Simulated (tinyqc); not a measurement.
Worked calculation: plasmons of a degenerate electron gas in the random-phase approximation. Values are carried at full precision from step to step, so a last printed digit may differ when a step is redone from the rounded ones.

Zero temperature, parabolic band: kF = (3 pi^2 n)^(1/3), EF = c kF^2/m, Ep^2 = 8 pi c e2 n/(m eb), qTF^2 = 6 pi e2 n/(eb EF), c = hbar^2/2m0, e2 = e^2/(4 pi eps0), n in 1/angstrom^3 (1e-24 per 1/cm^3).

Constants: hbar^2/2m0 = 3.80998211 eV angstrom^2; e^2/(4 pi eps0) = 14.39964547 eV angstrom; a0 (Bohr radius) = 0.5291772105 angstrom.

Inputs chosen for the exercise (a free-electron density near that of Al; not measured data): n = 1.83e+23 1/cm^3 (electron density); m = 1 m0 (mass); eb = 1 (background dielectric constant); q = 0.381 1/angstrom (wave vector); E = 19.8 eV (energy transfer); qp = 0.441 1/angstrom (wave vector of the plasmon).

## Scales of the gas

Also rs = (3/(4 pi n))^(1/3) m/(a0 eb).

kF = 1.7564 1/angstrom
EF = 11.754 eV
Ep = 15.885 eV
qTF = 2.0557 1/angstrom
hbar vF = 13.384 eV angstrom
rs = 2.065

Ep/EF = 1.351. With rs above 1 exchange and correlation, left out here, lower the dispersion noticeably.

## The dielectric function at one point

Lindhard function: eps(q, E)/eb = 1 + (qTF/q)^2 (f1 + i f2) with z = q/(2 kF), u = E/(hbar vF q), hbar vF = 2 c kF/m; f1 = 1/2 + [h(z - u) + h(z + u)]/(8 z), h(x) = (1 - x^2) ln|(x + 1)/(x - 1)|; f2 = pi u/2 for z + u < 1, (pi/(8 z))(1 - (z - u)^2) for |z - u| < 1 < z + u, else 0. Pairs exist for c (q^2 - 2 q kF)/m < E < c (q^2 + 2 q kF)/m.

Give also the loss function Im(-eb/eps).

z, u: [0.1085, 3.8830]

f1, f2: [-0.0231, 0.0000]

eps/eb = 0.329
loss function = 0.000

The point lies outside the pair continuum: eps is real, and there is loss only on the plasmon line eps = 0.

## The plasmon at one wave vector

Solve f1 (qTF/q)^2 = -1 above the continuum, and compare with E^2 = Ep^2 + (3/5)(hbar vF q)^2 + (c q^2/m)^2.

top of the continuum = 6.643 eV
plasmon energy = 16.56 eV
short formula = 16.55 eV

The plasmon lies 9.915 eV above the continuum and 4.2 % above Ep; the short formula errs by -0.07 %.

## Where Landau damping starts

Find qc at which the plasmon meets the top of the continuum, eps(qc, c (qc^2 + 2 qc kF)/m) = 0, and compare with Ep/(hbar vF).

qc = 1.296 1/angstrom
qc/kF = 0.738
energy there = 23.74 eV
Ep/(hbar vF) = 1.187 1/angstrom

The simple estimate is 0.916 times qc.

## Checks

- F-sum of the loss function at q = 1.3 qc over (pi/2) Ep^2 against 1: both 1.00.
- f1 at E = 0 and z = 0.6 against the static Lindhard function: both 0.86968.

Run: tinyqc, `OMP_NUM_THREADS=1 python tinyqc.py 1652064 1652065 out.jsonl`; Intel(R) Xeon(R) Processor @ 2.30GHz, one thread, shared host; about 0.01 s of CPU time with all checks.
